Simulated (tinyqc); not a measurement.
# Worked calculation: junctionless gate-all-around wire, depletion approximation

tinyqc, about 0.01 s, one thread, Intel Xeon 2.30GHz (shared host): `OMP_NUM_THREADS=1 python tinyqc.py 2460092 2460093 out.jsonl` Printed values are rounded.

A uniformly doped n-type wire of radius R under a surrounding gate; long channel. Below flat band a shell from radius rc to R is fully depleted and the neutral core, at channel potential V (0 at the source, Vd at the drain), carries the current with constant mobility; s = (rc/R)^2 is the share of the cross-section that conducts. The edge of the depleted shell is taken as abrupt, so there is no subthreshold current.

Values chosen for this exercise; material values close to those of germanium: relative permittivity of the semiconductor eps_r = 16.1; relative permittivity of the gate insulator eox = 7.5; insulator thickness tox = 4.3 nm; wire radius R = 10 nm; donor density Nd = 8.3e18 cm^-3; flat-band voltage Vfb = 1.02 V; effective mobility in the wire mu = 39 cm^2/(V s); gate length L = 1 um; gate voltage Vg = 0.76 V; drain voltage Vd = 0.05 V.

Constants: q = 1.602176634e-19 C, eps0 = 8.8541878128e-14 F/cm where lengths are in cm. Results are converted to the units shown.

## Voltages that deplete the wire

Cox = eps0 eox/(R ln(1 + tox/R)); A = q Nd R^2/(4 eps0 eps_r); B = q Nd R/(2 Cox); VT = Vfb - A - B.

Cox = 1.85662 uF/cm^2
A = 0.233214 V
B = 0.358126 V
VT = 0.428660 V

Of the 0.591 V needed, 60.6 % drops over the insulator. The device is normally off.

## Iteration 1: conducting share at the source by Newton steps

s at the start = 0.2

With V = 0: f = A (1 - s + s ln s) + B (1 - s) - (Vfb - Vg); f' = A ln s - B; s(new) = s - f/f'.

f = 0.138003 V
f' = -0.733469 V
s after iteration 1 = 0.388152

## Iteration 2: conducting share at the source by Newton steps

As before.

f = 0.0161439 V
f' = -0.578830 V
s after iteration 2 = 0.416042

## Course of the iteration: conducting share at the source by Newton steps

Stop when s changes by less than 1e-11, or after 30 iterations. s must stay positive.

Course of the iteration:
```
iteration,s,|change|
1,0.388152,0.188
2,0.416042,0.0279
3,0.416448,4.06e-4
4,0.416448,8.20e-8
5,0.416448,< 1e-13
```

Converged in 5 iterations. At the end the number of correct digits about doubles with each step.

## Core radius, conductance and current

s0 = 0.416448
sL = 0.331419

s solves Vfb - Vg + V = A (1 - s + s ln s) + B (1 - s), and s = 0 where the left side exceeds A + B. I = (q mu Nd pi R^2/L)[g(s0) - g(sL)], g = A (s^2/4 - (s^2/2) ln s) + B s^2/2, with s0 at V = 0 and sL at V = Vd. rc = R sqrt(s0); the small-signal conductance at Vd = 0 is q mu Nd pi R^2 s0/L.

rc at the source = 6.45328 nm
conductance = 0.678522 uS
I = 0.0304105 uA
